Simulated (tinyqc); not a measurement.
# Thickness and doping from the maximum and minimum capacitance

Inverse problem. A MOS capacitor has Cmax = Cox = eps0 eox/tox and 1/Cmin = 1/Cox + Wm/(eps0 eps_r), with Wm = sqrt(4 eps0 eps_r Vt ln(N/ni)/(q N)) and N well above ni. Find tox, Wm and N.

Inputs (values chosen for the exercise); band and dielectric values those of a made-up semiconductor:
- T = 293 K (temperature)
- eps_r = 14.4 (relative permittivity)
- eox = 3.9 (relative permittivity of the gate insulator (close to silicon dioxide))

Constants: q = 1.602176634e-19 C, kB = 1.380649e-23 J/K, Vt = kB T/q, eps0 = 8.8541878128e-14 F/cm where lengths are in cm. Results are converted to the units shown.

Cmax = 0.51539302 uF/cm^2
Cmin = 0.14152965 uF/cm^2
ni = 2.3533486e8 cm^-3

Answer. Cmax gives tox and the series difference Wm. N follows by iterating N = 4 eps0 eps_r Vt ln(N/ni)/(q Wm^2); ln(N/ni)/N falls steadily for N > e ni, so there is one root in that range.

tox = 6.700 nm
Wm = 65.35 nm
N = 4.000e17 cm^-3

Computed by the program tinyqc: `OMP_NUM_THREADS=1 python tinyqc.py 2060133 2060134 out.jsonl`, one thread of a shared Intel Xeon 2.30GHz, about 0.02 s for the whole run.
